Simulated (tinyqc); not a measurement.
Worked calculation: empirical pseudopotential in a few plane waves. One step of it, computed by the program tinyqc.

Task: Bloch Hamiltonian at G. Basis: the 15 shortest G (labels in 2 pi/a), the same at every k. H(G,G') = c |k + G|^2 delta + VS(|G-G'|^2) cos((G-G').tau) + i VA sin((G-G').tau), tau = a/8 (1,1,1); 1 Ry = 13.605693 eV.

Parameters chosen for this model: fcc lattice, atoms at +/- a/8 (1,1,1); form factors in rydberg at |G|^2 in units of (2 pi/a)^2:
```
parameter                 value      unit
a                      5.300000  angstrom
VS(3)                 -0.259000        Ry
VS(8)                  0.003000        Ry
VS(11)                 0.036000        Ry
VA(3)                  0.141000        Ry
VA(4)                  0.092000        Ry
VA(11)                 0.024000        Ry
hbar^2/2m (2 pi/a)^2   5.354648        eV
```

k point G (2 pi / a): [0, 0, 0]

Give: H(k) at G.

Result:

H(k) at G (eV), order +0+0+0, -1-1-1, -1-1+1, -1+1-1, -1+1+1, +1-1-1, +1-1+1, +1+1-1, +1+1+1, -2+0+0, +0-2+0, +0+0-2, +0+0+2, +0+2+0, +2+0+0:
```
[[0.000, 2.492+1.357i, -2.492+1.357i, -2.492+1.357i, -2.492-1.357i, -2.492+1.357i, -2.492-1.357i, -2.492-1.357i, 2.492-1.357i, 0.000+1.252i, 0.000+1.252i, 0.000+1.252i, 0.000-1.252i, 0.000-1.252i, 0.000-1.252i],
 [2.492-1.357i, 16.064, 0.000-1.252i, 0.000-1.252i, -0.041, 0.000-1.252i, -0.041, -0.041, 0.000, -2.492-1.357i, -2.492-1.357i, -2.492-1.357i, -0.346+0.231i, -0.346+0.231i, -0.346+0.231i],
 [-2.492-1.357i, 0.000+1.252i, 16.064, 0.041, 0.000-1.252i, 0.041, 0.000-1.252i, 0.000, -0.041, -2.492+1.357i, -2.492+1.357i, 0.346+0.231i, 2.492-1.357i, -0.346-0.231i, -0.346-0.231i],
 [-2.492-1.357i, 0.000+1.252i, 0.041, 16.064, 0.000-1.252i, 0.041, 0.000, 0.000-1.252i, -0.041, -2.492+1.357i, 0.346+0.231i, -2.492+1.357i, -0.346-0.231i, 2.492-1.357i, -0.346-0.231i],
 [-2.492+1.357i, -0.041, 0.000+1.252i, 0.000+1.252i, 16.064, 0.000, 0.041, 0.041, 0.000-1.252i, 2.492+1.357i, -0.346+0.231i, -0.346+0.231i, -2.492-1.357i, -2.492-1.357i, 0.346-0.231i],
 [-2.492-1.357i, 0.000+1.252i, 0.041, 0.041, 0.000, 16.064, 0.000-1.252i, 0.000-1.252i, -0.041, 0.346+0.231i, -2.492+1.357i, -2.492+1.357i, -0.346-0.231i, -0.346-0.231i, 2.492-1.357i],
 [-2.492+1.357i, -0.041, 0.000+1.252i, 0.000, 0.041, 0.000+1.252i, 16.064, 0.041, 0.000-1.252i, -0.346+0.231i, 2.492+1.357i, -0.346+0.231i, -2.492-1.357i, 0.346-0.231i, -2.492-1.357i],
 [-2.492+1.357i, -0.041, 0.000, 0.000+1.252i, 0.041, 0.000+1.252i, 0.041, 16.064, 0.000-1.252i, -0.346+0.231i, -0.346+0.231i, 2.492+1.357i, 0.346-0.231i, -2.492-1.357i, -2.492-1.357i],
 [2.492+1.357i, 0.000, -0.041, -0.041, 0.000+1.252i, -0.041, 0.000+1.252i, 0.000+1.252i, 16.064, -0.346-0.231i, -0.346-0.231i, -0.346-0.231i, -2.492+1.357i, -2.492+1.357i, -2.492+1.357i],
 [0.000-1.252i, -2.492+1.357i, -2.492-1.357i, -2.492-1.357i, 2.492-1.357i, 0.346-0.231i, -0.346-0.231i, -0.346-0.231i, -0.346+0.231i, 21.419, 0.041, 0.041, -0.041, -0.041, 0.000],
 [0.000-1.252i, -2.492+1.357i, -2.492-1.357i, 0.346-0.231i, -0.346-0.231i, -2.492-1.357i, 2.492-1.357i, -0.346-0.231i, -0.346+0.231i, 0.041, 21.419, 0.041, -0.041, 0.000, -0.041],
 [0.000-1.252i, -2.492+1.357i, 0.346-0.231i, -2.492-1.357i, -0.346-0.231i, -2.492-1.357i, -0.346-0.231i, 2.492-1.357i, -0.346+0.231i, 0.041, 0.041, 21.419, 0.000, -0.041, -0.041],
 [0.000+1.252i, -0.346-0.231i, 2.492+1.357i, -0.346+0.231i, -2.492+1.357i, -0.346+0.231i, -2.492+1.357i, 0.346+0.231i, -2.492-1.357i, -0.041, -0.041, 0.000, 21.419, 0.041, 0.041],
 [0.000+1.252i, -0.346-0.231i, -0.346+0.231i, 2.492+1.357i, -2.492+1.357i, -0.346+0.231i, 0.346+0.231i, -2.492+1.357i, -2.492-1.357i, -0.041, 0.000, -0.041, 0.041, 21.419, 0.041],
 [0.000+1.252i, -0.346-0.231i, -0.346+0.231i, -0.346+0.231i, 0.346+0.231i, 2.492+1.357i, -2.492+1.357i, -2.492+1.357i, -2.492-1.357i, 0.000, -0.041, -0.041, 0.041, 0.041, 21.419]]
```
